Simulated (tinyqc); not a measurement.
# Correction of a charged-defect supercell by a model charge and potential alignment (plane-averaged potentials), step by step

A worked calculation. Computed by tinyqc, a small Python program that keeps every step. Command: `OMP_NUM_THREADS=1 python tinyqc.py 3110147 3110148 out.jsonl align walk`. One thread of a shared host (Intel(R) Xeon(R) Processor @ 2.30GHz), about 0.01 s of CPU time with the checks. Intermediate numbers are printed to about 5 digits and carried at full precision; extremes and crossings named in words are read from the listed rows.

The "true" defect charge is (1 - x) q in a Gaussian of width sigma plus x q in one of width sigma_t, so the exact answer is known; the correction sees only a single model Gaussian of width sigma_m. A Gaussian of width s has the transform rho(G) = exp(-G^2 s^2/2), normalised to 1. A uniform background cancels q, so G = 0 is left out. Potentials are those felt by a unit positive charge. E_0 is the formation energy of the isolated defect, E_cell its value in the supercell, E_lat = E_iso - E_per of the model charge, C the true less the model potential far from the defect; the exact correction is E_0 - E_cell, and the error of a scheme is E_cell plus its correction less E_0.

Inputs (values chosen for the exercise, with screening close to that of 4H-SiC):
```
quantity                                     value      unit
defect charge q                                 -2         e
dielectric constant eps                       9.95         -
edge of the cubic cell L                      11.8  angstrom
width sigma of the true defect charge         0.94  angstrom
width sigma_m of the model charge             0.85  angstrom
share x of the charge in a wide tail          0.28         -
width sigma_t of the tail                      1.9  angstrom
formation energy of the isolated defect E_0    2.8        eV
```

Constants: e^2/(4 pi eps_0) = 14.39964548 eV angstrom.

## The supercell energy and its true error

Periodic energy E_per = (2 pi q^2/(eps L^3)) (e^2/(4 pi eps_0)) sum_(G != 0) rho(G)^2/G^2, G = (2 pi/L)(n1, n2, n3), |n_i| <= 16. Isolated energy: two Gaussians of charges q_a, q_b and widths a, b interact by q_a q_b (e^2/(4 pi eps_0 eps)) sqrt(2/pi)/sqrt(a^2 + b^2), and the self-energy is half the sum over pairs. Supercell value E_cell = E_0 + E_per - E_iso for the true charge.

E_iso, true charge = 1.4072 eV

E_per, true charge = 0.74772 eV

E_cell = 2.1405 eV

exact correction = 0.65950 eV

## Lattice energy of the model charge

E_lat = E_iso - E_per for the model charge; point-charge value alpha q^2 e^2/(4 pi eps_0 eps 2 L) with alpha = 2.837297.

E_iso, model = 1.9212 eV

E_per, model = 1.2412 eV

E_lat = 0.67996 eV

point-charge value = 0.69596 eV

## Plane-averaged potentials

Plane-averaged potential at distance z from the defect: V(z) = (4 pi q/(eps L^3)) (e^2/(4 pi eps_0 e)) sum_(m != 0) rho(G_m) cos(G_m z)/G_m^2, G_m = 2 pi m/L, |m| <= 40.

Potentials (V):
```
z/L   z (angstrom)      true     model  difference
0.00          0.00  -0.14912  -0.17628    0.027158
0.05          0.59  -0.13687  -0.15961    0.022742
0.10          1.18  -0.10490  -0.11780    0.012905
0.15          1.77  -0.06338  -0.06685    0.003469
0.20          2.36  -0.02101  -0.01809   -0.002926
0.25          2.95   0.01753   0.02413   -0.006598
0.30          3.54   0.05025   0.05879   -0.008540
0.35          4.13   0.07626   0.08576   -0.009500
0.40          4.72   0.09509   0.10502   -0.009937
0.45          5.31   0.10647   0.11658   -0.010114
0.50          5.90   0.11028   0.12044   -0.010160
```

The difference moves by 0.22 mV between z/L = 0.4 and 0.5: a plateau.

## Alignment and corrected energy

C = difference at z = L/2; E_corr = E_cell + E_lat - q C. For charges that have died out at L/2, C = (2 pi q/(eps L^3)) (e^2/(4 pi eps_0 e)) (<s^2> - sigma_m^2), <s^2> = (1 - x) sigma^2 + x sigma_t^2.

alignment C = -0.010160 V

C, closed form = -0.010233 V

E_corr = 2.8001 eV

error with alignment (rounded to 1e-4 meV) = 0.1444 meV

error without alignment = 20.464 meV

error with the point-charge term alone = 36.458 meV

error without correction = -659.50 meV

Errors are measured against E_0. Alignment cuts the error of the model charge from 20 to 0.14 meV.

## Errors against cell size

Schemes: none; point-charge term alpha q^2 e^2/(4 pi eps_0 eps 2 L), alpha = 2.837297; E_lat of the model; E_lat - q C with C at z = L/2.

Error against E_0 (meV):
```
L (angstrom)     none  point charge  model charge  model and alignment
8.26          -888.36        105.86        59.233               5.5407
10.00         -761.35         59.88        33.597               0.9956
11.80         -659.50         36.46        20.464               0.1444
14.20         -557.41         20.92        11.744               0.0085
17.70         -453.17         10.80         6.064               0.0001
```

Between the last two rows the uncorrected error scales as L^-0.94 and the point-charge remainder as L^-3.00. With alignment the error is +5.5 meV in the smallest cell and 0.00 meV in the largest.

Checks made by the program: E_lat against the point-charge value less 2 pi q^2 sigma_m^2 e^2/(4 pi eps_0 eps L^3) (relative difference 2e-07).
